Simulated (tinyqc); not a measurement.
Valley-orbit splitting of a donor ground state, with strain: one step, computed by the program tinyqc. Command: `OMP_NUM_THREADS=1 python tinyqc.py 3018753 3018754 out.jsonl valleyorbit walk`. One thread of a shared host (Intel(R) Xeon(R) Processor @ 2.30GHz), about 0.01 s of CPU time with the checks.

The basis is the 1s envelope in each valley; energies are counted from the unstrained conduction-band edge. The strain is e_s (a a^T - 1/3) for the unit stress axis a, so valley j along n_j moves by Xi_u e_s w_j with w_j = (n_j.a)^2 - 1/3: +1/3 for [111] and [-1-11], -1/3 for the others.

Question. Levels without strain. By symmetry: E(A1) = E_0 + Lambda + 3 Delta_1 (one state), E(T2) = E_0 + Lambda - Delta_1 (three), as binding energies.

Inputs (values chosen for the exercise, for a model many-valley semiconductor): single-valley binding energy E_0 = 12.1 meV; central-cell shift Lambda = 0.99 meV; coupling Delta_1 = 0.66 meV.

Valleys: four along <111>. Stress axis: [110].

Give: E(A1); E(T2).

Answer.

E(A1) = 15.07 meV

E(T2) = 12.43 meV

Only A1 has all valley amplitudes in phase, so only it has weight at the nucleus.
